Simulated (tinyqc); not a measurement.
Inside a calculation: conductance of a narrow metal strip with scatterers (square lattice, Green functions). Values are carried at full precision from step to step, so a last printed digit may differ when a step is redone from the rounded ones.

A strip of W sites across with hard walls, site energy 0 and hopping -t. Mode n = 1 to W has profile chi_n(j) = sqrt(2/(W + 1)) sin(n j pi/(W + 1)) and energy en = -2t cos(n pi/(W + 1)); E = en - 2t cos(kn a). With z_n = exp(i kn a) (Im k > 0 for closed modes, |z| < 1) each lead gives the self-energy -t z_n in mode n. One column carries the site energies v, here a uniform barrier across the strip, as of a grain boundary. In the mode basis V_nm = sum_j chi_n(j) v_j chi_m(j), G = (E - en + 2 t z_n - V)^-1, and t_nm = 2t sqrt(sin(kn a) sin(km a)) G_nm in size for open modes. T = sum |t_nm|^2, conductance (2e^2/h) T.

Constants: e^2/h = 3.874045865e-05 S.

Inputs chosen for the exercise (hopping and spacing of the size met in Cu or Al; the lattice is a model; shifted at random, so the results belong to these values and not to a real crystal): t = 1.92 eV (hopping); a = 2.89 angstrom (spacing); W = 4 (sites across); E = -4.13 eV (Fermi energy); v = (3.2, 3.2, 3.2, 3.2) eV (site energies in the scattering column).

## Modes at the Fermi energy

For each n: en, cos(kn a) = (en - E)/(2t), z_n and the velocity 2 t a sin(kn a) (zero if closed).

Modes:
```
n  en (eV)  cos(k a)                 z  dE/dk (eV angstrom)
1  -3.1066   0.26650  0.26650+0.96383i              10.6962
2  -1.1866   0.76650  0.76650+0.64224i               7.1273
3   1.1866   1.38454           0.42697               0.0000
4   3.1066   1.88454           0.28720               0.0000
```

2 of 4 modes are open, so the clean strip has a resistance of 6453 ohm, whatever its length.

## The scatterer in the mode basis

Form V_nm.

V (eV), lower triangle:
```
        n=1     n=2     n=3     n=4
n=1  3.2000
n=2       0  3.2000
n=3       0       0  3.2000
n=4       0       0       0  3.2000
```

A uniform column does not mix the modes.

## Green function and transmission

E - en + 2 t z_n = 2t (z_n - cos(kn a)). Invert, form |t_nm|^2 = (2t)^2 Im(z_n) Im(z_m) |G_nm|^2 and sum. The added resistance is 1/(2 (e^2/h) T) less the same for the clean strip.

G (1/eV):
```
                 n=1              n=2      n=3      n=4
n=1  -0.1337-0.1546i           0.0000   0.0000   0.0000
n=2           0.0000  -0.1961-0.1511i   0.0000   0.0000
n=3           0.0000           0.0000  -0.1454   0.0000
n=4           0.0000           0.0000   0.0000  -0.1071
```

|t_nm|^2, lower triangle:
```
        n=1     n=2  n=3  n=4
n=1  0.5722
n=2       0  0.3726
n=3       0       0    0
n=4       0       0    0    0
```

T = 0.9449
added resistance = 7206 ohm

Mode 2 passes least (0.373) and mode 1 most (0.572); 0.0 % of the transmitted flux changes mode.

## Checks

- Transmitted plus reflected flux against the number of open modes: both 2.00000.

tinyqc: `OMP_NUM_THREADS=1 python tinyqc.py 1450914 1450915 out.jsonl`; about 0.01 s, one thread, shared Intel(R) Xeon(R) Processor @ 2.30GHz.
